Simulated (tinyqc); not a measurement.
# Six-transistor SRAM cell, nodal equations and margins: two studies

Two cross-coupled inverters (pull-down bn, pull-up bp) hold the nodes Q and QB; access transistors (ba, threshold VTn, gate on the word line at Vdd when selected) join them to the bit lines. Transistor (EKV form, voltages against the body): I = 2 n b Vt^2 [F(vp - Vs) - F(vp - Vd)] from drain to source, F(v) = ln^2(1 + exp(v/(2 Vt))), vp = (Vg - VT + sg |Vd - Vs|)/n. n-channel bodies are at 0; for the p-channel device all voltages are counted down from Vdd. b in uA/V^2 gives I in uA. For an access transistor the bit line is the drain and the node the source. In a read both bit lines are at Vdd. The cell is symmetric (no mismatch).

Inputs (values chosen for the exercise):
- T = 300 K (temperature)
- Vdd = 0.6 V (supply voltage)
- n = 1.42 (slope factor)
- sg = 0.043 (drain-induced barrier lowering)
- VTn = 0.42 V (n-channel threshold)
- VTp = 0.38 V (p-channel threshold (magnitude))
- bn = 470 uA/V^2 (gain factor of the pull-down transistor)
- ba = 240 uA/V^2 (gain factor of the access transistor)
- bp = 190 uA/V^2 (gain factor of the pull-up transistor)

Constants: q = 1.602176634e-19 C, kB = 1.380649e-23 J/K, Vt = kB T/q. Results are converted to the units shown.

Each table varies one quantity; the others keep the values above.

## Effect of the supply voltage

f(x) is the node voltage of one half-cell for input x: In = Ip in hold, In = Ip + Ia in a read. Static noise margin: side of the largest square between the curve (x, f(x)) and its mirror image (f(y), y); with h(c) the root x of f(x) - x = c, it is the maximum over c > 0 of h(c) - h(-c) + c. Q is the low node in a read and Iread the current of its access transistor. The write trip is the voltage to which the bit line of the high node must fall (the other staying at Vdd) for that state to vanish; higher is easier, and a negative value means that a grounded bit line does not write.

Effect of the supply voltage:
```
Vdd (V)  hold margin (mV)  read margin (mV)  Q in a read (mV)  Iread (uA)  write trip (mV)
0.4                 160.8             104.2             17.77      0.1214            20.70
0.5                 207.6             132.2             23.75      0.7092            33.22
0.6                 253.4             160.2             33.10       2.315            49.76
0.7                 297.5             188.7             44.90       5.156            68.82
0.85                358.6             230.3             64.72       11.72            99.70
1                   412.5             267.3             85.38       20.97            131.9
```

As Vdd goes from 0.4 to 1 V, the read margin rises from 104 to 267 mV, the write trip rises from 20.7 to 132 mV and Iread rises from 0.121 to 21.0 uA. The read margin is 0.65 of the hold margin in the first row and 0.65 in the last.

## Effect of the gain factor of the pull-down transistor

Same model as above.

Result of one run:
```
bn (uA/V^2)  hold margin (mV)  read margin (mV)  Q in a read (mV)  Iread (uA)  write trip (mV)
390                     253.2             158.6             37.79       2.147            53.51
```

What becomes of these results when the gain factor of the pull-down transistor bn is changed from 390 to 1200 uA/V^2, all else the same?

Result of the changed run:
```
bn (uA/V^2)  hold margin (mV)  read margin (mV)  Q in a read (mV)  Iread (uA)  write trip (mV)
1200                    250.0             169.4             15.63       3.012            32.59
```

The whole series:
```
bn (uA/V^2)  hold margin (mV)  read margin (mV)  Q in a read (mV)  Iread (uA)  write trip (mV)
290                     252.3             156.1             46.02       1.872            59.59
390                     253.2             158.6             37.79       2.147            53.51
510                     253.3             161.0             31.17       2.386            48.15
670                     252.9             163.5             25.31       2.612            42.89
890                     251.8             166.3             20.12       2.821            37.70
1200                    250.0             169.4             15.63       3.012            32.59
```

As bn goes from 290 to 1200 uA/V^2, the read margin rises from 156 to 169 mV, the write trip falls from 59.6 to 32.6 mV and Iread rises from 1.87 to 3.01 uA. The read margin is 0.62 of the hold margin in the first row and 0.68 in the last. Read stability and write ability pull in opposite directions.

tinyqc, about 0.1 s, one thread, Intel Xeon 2.30GHz (shared host): `OMP_NUM_THREADS=1 python tinyqc.py 2340035 2340036 out.jsonl`
